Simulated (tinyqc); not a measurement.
# Resistance of a circular point contact between the ballistic and the diffusive limit: effects of single changes

Two half-spaces of a free-electron metal (one valley, spin 2) meet through a circular opening of radius a in an insulating sheet.

Parameters, values chosen for the exercise: free-electron density n = 6.6e20 cm^-3; mean free path l = 2.8 nm; radius of the opening a = 7.7 nm.

Constants: q = 1.602176634e-19 C, hbar = 1.054571817e-34 J s. Results are converted to the units shown.

Each table varies one quantity; the others keep the values above.

## Effect of the radius

kF = (3 pi^2 n)^(1/3), resistivity rho = hbar kF/(n q^2 l). Maxwell: RM = rho/(2 a); Sharvin: RS = 4 rho l/(3 pi a^2); interpolation R = RS + gamma RM, gamma = (1 + 0.83 K)/(1 + 1.33 K), K = l/a.

Effect of the radius:

| a (nm) | K = l/a | RM (ohm) | RS (ohm) | R (ohm) |
|---|---|---|---|---|
| 1.8 | 1.5556 | 1663.3 | 2196.2 | 3438.0 |
| 2.8 | 1.0000 | 1069.3 | 907.62 | 1747.4 |
| 4.5 | 0.62222 | 665.32 | 351.40 | 903.46 |
| 7.2 | 0.38889 | 415.83 | 137.26 | 499.80 |
| 12 | 0.23333 | 249.50 | 49.415 | 276.70 |
| 19 | 0.14737 | 157.58 | 19.711 | 167.58 |
| 30 | 0.093333 | 99.798 | 7.9064 | 103.56 |
| 48 | 0.058333 | 62.374 | 3.0884 | 63.774 |
| 76 | 0.036842 | 39.394 | 1.2320 | 39.934 |

What does the table show?

R falls from 3440 to 39.9 ohm, as a^(-1.53) between the first two rows and a^(-1.02) between the last two (Sharvin -2, Maxwell -1). RM equals RS at a = 8 l/(3 pi) = 2.38 nm. In 2 of the 9 rows kF a is below 10, where the smooth Sharvin count is off by about 2/(kF a), a fifth or more.

## Effect of the mean free path

Same model as above.

The same in every row: RS (ohm) = 120.0.

Effect of the mean free path:

| l (nm) | K = l/a | RM (ohm) | R (ohm) |
|---|---|---|---|
| 0.32 | 0.04156 | 3402 | 3455 |
| 0.71 | 0.09221 | 1533 | 1590 |
| 1.5 | 0.1948 | 725.8 | 789.7 |
| 3.4 | 0.4416 | 320.2 | 395.7 |
| 7.4 | 0.9610 | 147.1 | 236.1 |
| 16 | 2.078 | 68.04 | 169.3 |
| 36 | 4.675 | 30.24 | 140.5 |
| 78 | 10.13 | 13.96 | 129.1 |
| 170 | 22.08 | 6.404 | 124.1 |

R falls from 3460 to 124 ohm. RS stays at 120 ohm, since rho l depends on n alone, and R is 3.4 % above it in the last row: a cleaner metal cannot lower R below the Sharvin value.

tinyqc, about 0.01 s, one thread, Intel Xeon 2.30GHz (shared host): `OMP_NUM_THREADS=1 python tinyqc.py 2760108 2760109 out.jsonl`
